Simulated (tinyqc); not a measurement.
Valley-orbit splitting of a donor ground state, with strain. Changing the coupling Delta_1. Computed by tinyqc, a small Python program. Command: `OMP_NUM_THREADS=1 python tinyqc.py 3015725 3015726 out.jsonl valleyorbit sweep`. One thread of a shared host (Intel(R) Xeon(R) Processor @ 2.30GHz), about 0.01 s of CPU time with the checks.

The basis is the 1s envelope in each valley; energies are counted from the unstrained conduction-band edge. The strain is e_s (a a^T - 1/3) for the unit stress axis a, so valley j along n_j moves by Xi_u e_s w_j with w_j = (n_j.a)^2 - 1/3: -1/3 for x and y, +2/3 for z.

Inputs (values chosen for the exercise, for a model many-valley semiconductor):
```
quantity                            value  unit
single-valley binding energy E_0     25.7   meV
central-cell shift Lambda            3.69   meV
coupling Delta_2                     1.09   meV
shear deformation potential Xi_u     8.96    eV
shear strain e_s                  0.00054     -
```

Valleys: six along <100>. Stress axis: [001].

Method:
- By symmetry: E(A1) = E_0 + Lambda + 4 Delta_1 + Delta_2 (one state), E(T2) = E_0 + Lambda - Delta_2 (three), E(E) = E_0 + Lambda - 2 Delta_1 + Delta_2 (two), as binding energies.
- H_jj = -(E_0 + Lambda) + Xi_u e_s w_j; H_jk = -Delta_2 between opposite valleys and -Delta_1 between perpendicular ones.
- Diagonalise H; the ground vector has positive components. The density at the nucleus, and so the contact hyperfine coupling, scales as (sum_j c_j)^2/(number of valleys), which is 1 without strain; the envelopes are held fixed.
- The binding energy is counted from the lowest valley edge, min_j Xi_u e_s w_j; the gap is from the ground state to the next level.

One run for each value; columns: (1) coupling Delta_1 (meV); (2) E(A1) (meV); (3) E(T2) (meV); (4) hyperfine ratio A/A_0; (5) binding energy under strain (meV); (6) gap to the first excited state (meV):
```
(1)     (2)   (3)      (4)     (5)     (6)
0.36  31.92  28.3  0.81866  31.381   1.621
0.51  32.52  28.3  0.85778  31.836   2.376
0.74  33.44  28.3  0.89930  32.590   3.590
1.10  34.88  28.3  0.93710  33.858   5.558
1.50  36.48  28.3  0.95936  35.337   7.037
2.20  39.28  28.3  0.97785  38.010   9.710
3.10  42.88  28.3  0.98773  41.521  13.221
4.50  48.48  28.3  0.99376  47.048  18.748
```

What does the table show, and why?

Over the rows, E(A1) (meV) rises from 31.9 to 48.5 (exponent d ln y / d ln x 0.053 between the first rows and 0.33 between the last); E(T2) (meV) does not change; hyperfine ratio A/A_0 rises from 0.819 to 0.994 (exponent d ln y / d ln x 0.13 between the first rows and 0.016 between the last). A larger valley-orbit coupling resists the strain, so A/A_0 moves back towards 1.

Extremes, crossings and ranges named in words are read from the listed rows.
